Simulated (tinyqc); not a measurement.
Length of a polyene: Hueckel, PPP and singles CI along the polyenes. Computed by the program tinyqc. 

All-trans chains of carbon centres 1.40 angstrom apart:

| parameter | value |
|---|---|
| beta (eV), times 1 +/- alternation | -2.610000 |
| alternation | 0 |
| W (eV) | 11.160000 |
| gamma_rr (eV) | 11.300000 |
| repulsion formula | Ohno |

Hueckel uses the same beta without repulsion; CIS keeps all single excitations and so misses the low, doubly excited 2Ag state. W is the valence ionisation energy of a centre, MN the Mataga-Nishimoto formula, f the oscillator strength.

Gaps and excitations (eV):

| centres | Hueckel gap | PPP orbital gap | bright singlet (CIS) | f | lowest triplet (CIS) |
|---|---|---|---|---|---|
| 2 | 5.2200 | 12.8264 | 7.0668 | 0.6059 | 3.3732 |
| 4 | 3.2261 | 9.8803 | 5.3890 | 1.1677 | 2.1614 |
| 6 | 2.3231 | 8.3620 | 4.4017 | 1.6693 | 1.5789 |
| 8 | 1.8129 | 7.4340 | 3.7571 | 2.1210 | 1.2533 |
| 10 | 1.4858 | 6.8101 | 3.3040 | 2.5265 | 1.0513 |
| 12 | 1.2584 | 6.3648 | 2.9698 | 2.8930 | 0.9168 |

The Hueckel gap tends to 4 x alternation x |beta| = 0.00 eV for long chains (zero without alternation, falling as 1/N). Exchange opens the PPP orbital gap, and the attraction of electron and hole brings the bright state 3.39 eV below it at 12 centres; the triplet lies 2.05 eV lower still.
